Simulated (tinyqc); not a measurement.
From growth per cycle back to sticking probability beta on free sites: atomic layer deposition: Langmuir saturation, growth per cycle and coating of deep features. Computed by tinyqc, a small Python program. Command: `OMP_NUM_THREADS=1 python tinyqc.py 3012343 3012344 out.jsonl ald inv`. One thread of a shared host (Intel(R) Xeon(R) Processor @ 2.30GHz), about 0.07 s of CPU time with the checks.

Precursor A sticks only on free sites, so a long enough pulse saturates; co-reactant B then frees the sites again.

Inputs (values chosen for the exercise, modelled on aluminium oxide from trimethylaluminium and water):
```
quantity                               value      unit
precursor mass M                          72         u
site density q                           4.3    1/nm^2
growth per cycle at saturation G        0.99  angstrom
precursor pressure p                     4.2        Pa
temperature T                            200         C
pulse time t                          0.0068         s
co-reactant completion per pulse c_B    0.99         -
desorption energy E_d                    1.5        eV
purge time t_p                           2.4         s
```

Constants: u = 1.6605390666e-27 kg; k_B = 1.380649e-23 J/K; k_B = 8.617333262e-05 eV/K.

Method:
- Wall flux F = p/sqrt(2 pi M k_B T); rate of filling k_a = beta F/q; desorption k_d = 1e13 exp(-E_d/(k_B T)) per second. 1/m^2 = 1e-18/nm^2.
- Temperatures in kelvin are T(C) + 273.15.
- One cycle from coverage th0: pulse A gives th1 = th_s + (th0 - th_s) exp(-(k_a + k_d) t), th_s = k_a/(k_a + k_d); the purge leaves th2 = th1 exp(-k_d t_p); pulse B converts c_B th2 into film and leaves th3 = (1 - c_B) th2. Growth = G c_B th2.
- The periodic state has th0 = th3: th0 = (1 - c_B) e_p th_s (1 - e_a)/(1 - (1 - c_B) e_p e_a), with e_a = exp(-(k_a + k_d) t), e_p = exp(-k_d t_p).
- Share of impinging molecules used = q (th1 - th0)/(F t).

Task: A run gave the result below. Find the sticking probability beta on free sites, known to lie between 0.005 and 0.01.

growth per cycle = 0.4518927 angstrom

Result:

Each step takes the trial c = (a f_b - b f_a)/(f_b - f_a), f being the result less the target and a, b, c the logarithms of the listed values; c replaces end b, the old b replaces a if the sign of f changed, and otherwise f_a is halved.

Scan of the range:
```
sticking probability beta on free sites  growth per cycle (angstrom)
0.00500                                                     0.371391
0.00561                                                     0.405659
0.00630                                                     0.442079
0.00707                                                     0.479977
0.00794                                                     0.519565
0.00891                                                     0.559986
0.01000                                                     0.601151
```

False position (Illinois rule, in the logarithm of the input) inside the bracket:
```
step       end a       end b       trial  growth per cycle (angstrom)
1     0.00630000  0.00707000  0.00649095                     0.451740
2     0.00707000  0.00649095  0.00649395                     0.451890
3     0.00707000  0.00649395  0.00649404                     0.451895
4     0.00649395  0.00649404  0.00649400                     0.451893
```

Growth per cycle rises at every point of a 13-point scan of the range (every second point is shown), so one value fits; it is bracketed by 0.00630 and 0.00707. Answer: sticking probability beta on free sites = 0.006494.
